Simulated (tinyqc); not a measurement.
Worked calculation: RHF in the sto-3g basis, for BeH2, spin multiplicity 1. One step of it, computed by the program tinyqc.

Question. Iteration 1: diagonalisation and new density. Diagonalise F' = X^T F X, C = X C', fill 3 alpha and 3 beta electrons from the bottom; D = 2 C_occ C_occ^T. Each column has its largest component positive (the first on a tie).

Fock matrix F (hartree), lower triangle:
```
            1Be 1s     1Be 2s   1Be 2px    1Be 2py    1Be 2pz      2H 1s      3H 1s
1Be 1s   -3.925744
1Be 2s   -1.150618  -0.425685
1Be 2px   0.000000   0.000000  0.473844
1Be 2py  -0.001065  -0.007396  0.000000  -0.002753
1Be 2pz   0.001476  -0.012533  0.000000   0.000014   0.473061
2H 1s    -0.138802  -0.211522  0.000000  -0.201886  -0.006527  -0.115002
3H 1s    -0.114892  -0.189404  0.000000   0.185400  -0.006158  -0.002282  -0.112941
```

X:
```
                 1          2          3         4          5          6          7
1Be 1s   -0.100299  -0.465138   0.836780  0.000000  -0.224968   0.284477   0.146079
1Be 2s    0.259915   0.962217  -0.037558  0.000000  -0.022262   0.494818   0.268626
1Be 2px   0.000000   0.000000   0.000000  1.000000   0.000000   0.000000   0.000000
1Be 2py   1.020038  -0.234978  -0.005566  0.000000   0.001046  -0.279432   0.498288
1Be 2pz   0.008796   0.030498   0.268232  0.000000   0.962886   0.015084   0.008422
2H 1s    -0.886621  -0.401911  -0.348016  0.000000   0.094102   0.108297   0.518971
3H 1s     0.563095  -0.734639  -0.375691  0.000000   0.101437   0.498742  -0.183601
```

Give: F' = X^T F X; orbital energies; coefficients C; D after iteration 1.

Answer.

F' = X^T F X (hartree), lower triangle:
```
         1        2        3       4       5        6        7
1   0.4697
2  -0.0682   0.0355
3   0.1407   0.7572  -2.5279
4   0.0000   0.0000   0.0000  0.4738
5  -0.0373  -0.2058   0.8435  0.0000  0.2363
6   0.0329   0.3864  -1.3241  0.0000  0.3744  -0.9705
7   0.0896   0.1830  -0.7017  0.0000  0.1988  -0.4083  -0.4355
```

orbital energies (hartree): MO1 -3.9307, MO2 -0.2405, MO3 -0.2189, MO4 0.2374, MO5 0.4735, MO6 0.4738, MO7 0.4869

coefficients C:
```
             MO1      MO2      MO3      MO4      MO5     MO6      MO7
1Be 1s    0.9894  -0.1948  -0.0620  -0.2409   0.0044  0.0000  -0.0261
1Be 2s    0.0392   0.5677   0.1876   0.9683  -0.0128  0.0000   0.1243
1Be 2px   0.0000   0.0000   0.0000   0.0000   0.0000  1.0000   0.0000
1Be 2py   0.0005   0.1555  -0.4423  -0.1103  -0.1046  0.0000   1.0859
1Be 2pz  -0.0001   0.0141   0.0049   0.0016   0.9954  0.0000   0.0972
2H 1s    -0.0044   0.5457  -0.3027  -0.5858   0.0550  0.0000  -0.7893
3H 1s    -0.0041   0.2582   0.5945  -0.7075  -0.0790  0.0000   0.6031
```

D after iteration 1, lower triangle:
```
          1Be 1s  1Be 2s  1Be 2px  1Be 2py  1Be 2pz    2H 1s   3H 1s
1Be 1s    2.0415
1Be 2s   -0.1669  0.7181
1Be 2px   0.0000  0.0000   0.0000
1Be 2py  -0.0047  0.0106   0.0000   0.4396
1Be 2pz  -0.0064  0.0178   0.0000   0.0000   0.0004
2H 1s    -0.1838  0.5057   0.0000   0.4375   0.0124   0.7789
3H 1s    -0.1825  0.5159   0.0000  -0.4456   0.0131  -0.0781  0.8402
```
